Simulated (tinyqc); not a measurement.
What each parameter does: six-band hole subbands of a thin body in a field.

Basis X, Y, Z times spin, hole energies counted downwards from the unstrained edge (the hydrostatic shift is left out), c = hbar^2/2m0. For a symmetric tensor T let C(T) have C_XX = L Txx + M (Tyy + Tzz), C_XY = N Txy (cyclic), L = c (g1 + 4 g2), M = c (g1 - 2 g2), N = 6 c g3. k = q + kz n, n the unit normal, q = k1 u + k2 v with u along the channel [1-10] and v = n x u. H = C(k k^T) + (Dso/3)(1 - L.sigma) - B + e F z with (L_k)_ij = -i epsilon_kij; B is the block C built from the traceless strain with 2b, -b and sqrt(3) d in place of L, M, N. Strain: exx = eyy = (s11 + s12) sx/2, ezz = s12 sx, exy = -s44 sx/4. Hard walls at z = 0 and t; basis sin(j pi z/t), j = 1 to Nz: kz^2 = (j pi/t)^2, kz = -i D with D_jl = 4 j l/(t (j^2 - l^2)), z_jj = t/2 and z_jl = -8 t j l/(pi (j^2 - l^2))^2 for j + l odd; 1 MV/cm = 0.01 eV/angstrom.

Nz = 14. E1 is the top subband at q = 0, gap the distance to the next pair, and the masses are c q^2/(E(q) - E1) at |q| = 0.02 1/angstrom (mean of the spin pair) along the channel [1-10] and across it in the plane; a dash marks a band that does not rise.

Constants: hbar^2/2m0 = 3.80998211 eV angstrom^2.

Parameters, chosen for this exercise (near those of a p-type Si channel; not measured data): g1 = 4.29 (Luttinger gamma1); g2 = 0.34 (gamma2); g3 = 1.45 (gamma3); Dso = 0.044 eV (spin-orbit splitting); b = -2.1 eV (tetragonal potential); d = -4.8 eV (trigonal potential); S = (7.7, -2.1, 12.74) 1/TPa (compliances s11, s12, s44); face = 110 (surface); t = 75 angstrom (body thickness); F = 0 MV/cm (field across the body); sx = 0 GPa (stress along the channel [1-10], negative in compression).

Six bands.

One parameter was then changed.

Results before and after:
```
case,E1 (meV),gap (meV),m channel (m0),m across (m0)
base,8.5,10.7,0.128,0.278
changed,-7.0,8.4,0.118,0.279
```

Which of these changes was made? (a) g2 = 0.39; (b) d = -3.84 eV; (c) F = 0.3 MV/cm; (d) Dso = 0.066 eV; (e) sx = -0.5 GPa; (f) g3 = 1.35; (g) t = 65 angstrom.

Answer: (e) sx = -0.5 GPa. Of the candidates, run in turn, only this one gives the changed row.

All candidates:
```
case,E1 (meV),gap (meV),m channel (m0),m across (m0)
base,8.5,10.7,0.128,0.278
t = 65 angstrom,10.3,12.0,0.124,0.278
F = 0.3 MV/cm,61.9,36.6,0.116,0.279
sx = -0.5 GPa,-7.0,8.4,0.118,0.279
g3 = 1.35,10.1,16.8,0.133,0.276
g2 = 0.39,8.7,11.8,0.129,0.282
Dso = 0.066 eV,9.4,13.8,0.133,0.279
d = -3.84 eV,8.5,10.7,0.128,0.278
```

Run: tinyqc, `OMP_NUM_THREADS=1 python tinyqc.py 1281681 1281682 out.jsonl`; Intel(R) Xeon(R) Processor @ 2.30GHz, one thread, shared host; about 0.5 s of CPU time with all checks.
